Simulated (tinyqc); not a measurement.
Inputs raised by 5 %, one at a time: interdiffusion in a binary couple: Darken equations, Kirkendall shift and Boltzmann-Matano analysis. Computed by tinyqc, a small Python program. Command: `OMP_NUM_THREADS=1 python tinyqc.py 3030499 3030500 out.jsonl darken sens`. One thread of a shared host (Intel(R) Xeon(R) Processor @ 2.30GHz), about 0.1 s of CPU time with the checks.

x is the mole fraction of B; the molar volume is constant, and the two halves are long enough to count as infinite.

Inputs (values chosen for the exercise, for a model alloy A-B):

| quantity | value | unit |
|---|---|---|
| tracer diffusivity D*_A(0) | 1.1e-16 | m^2/s |
| tracer diffusivity D*_B(0) | 2e-16 | m^2/s |
| slope k of ln D* with x | -0.82 | - |
| regular-solution parameter W | -0.16 | eV |
| temperature T | 1350 | K |
| left composition x_L | 0.24 | - |
| right composition x_R | 0.66 | - |
| time t | 19000 | s |
| composition x for the local step | 0.39 | - |

Vacancy-wind correction: none.

Constants: k_B = 8.617333262e-05 eV/K.

Method:
- D*_i(x) = D*_i(0) exp(k x); thermodynamic factor Phi = 1 - 2 W x (1 - x)/(k_B T); intrinsic D_i = D*_i Phi; interdiffusion D~ = x D_A + (1 - x) D_B.
- With lambda = z/sqrt(t), the profile solves d/dlambda (D~ dx/dlambda) + (lambda/2) dx/dlambda = 0 with x = x_L and x_R far to the left and right; z = 0 is the original interface. It is solved as a boundary-value problem in y = lambda/sqrt(D~ at the mean composition) on -12 < y < 12 (collocation, tolerance 1e-8).
- Read from the profile: the position z(x), the area -int_(x_L)^x z dx and the slope.
- Lattice planes move with v = (D_B - D_A) dx/dz; markers from the original interface stay at one composition, where z_K = 2 t v.

Runs:

| input moved | from | to | marker position z_K (um) | interdiffusion coefficient D~ at the local x (m^2/s) | slope dx/dz at the local x (1/um) | composition at the markers |
|---|---|---|---|---|---|---|
| base run | - | - | 0.24953 | 1.9814e-16 | 0.055991 | 0.45612 |
| tracer diffusivity D*_A(0) (m^2/s) | 1.1e-16 | 1.155e-16 | 0.23244 | 2.0072e-16 | 0.055658 | 0.45526 |
| tracer diffusivity D*_B(0) (m^2/s) | 2e-16 | 2.1e-16 | 0.27266 | 2.0547e-16 | 0.054957 | 0.45696 |
| slope k of ln D* with x | -0.82 | -0.861 | 0.24726 | 1.9500e-16 | 0.056418 | 0.45580 |
| regular-solution parameter W (eV) | -0.16 | -0.168 | 0.25199 | 2.0206e-16 | 0.055438 | 0.45616 |
| time t (s) | 19000 | 19950 | 0.25570 | 1.9814e-16 | 0.054641 | 0.45612 |

Exponents ln(y'/y) / ln(x'/x):

| input | marker position z_K | interdiffusion coefficient D~ at the local x | slope dx/dz at the local x | composition at the markers |
|---|---|---|---|---|
| tracer diffusivity D*_A(0) | -1.454 | 0.265 | -0.122 | -0.038 |
| tracer diffusivity D*_B(0) | 1.817 | 0.745 | -0.382 | 0.038 |
| slope k of ln D* with x | -0.188 | -0.328 | 0.156 | -0.014 |
| regular-solution parameter W | 0.201 | 0.401 | -0.203 | 0.002 |
| time t | 0.500 | 0.000 | -0.500 | 0.000 |

Among the inputs moved here: marker position z_K answers most in size to tracer diffusivity D*_B(0) (exponent +1.817), next to tracer diffusivity D*_A(0) (-1.454). Its exponent +0.500 in time t: markers move as sqrt(t). Interdiffusion coefficient D~ at the local x answers most in size to tracer diffusivity D*_B(0) (exponent +0.745), next to regular-solution parameter W (+0.401); its exponent is below 0.0005 for time t. Slope dx/dz at the local x answers most in size to time t (exponent -0.500), next to tracer diffusivity D*_B(0) (-0.382). Its exponent -0.500 in time t: the profile is a function of z/sqrt(t). Composition at the markers answers most in size to tracer diffusivity D*_A(0) (exponent -0.038), and about equally to tracer diffusivity D*_B(0) (+0.038); its exponent is below 0.0005 for time t. Its exponent 0.000 in time t: the marker composition is fixed.
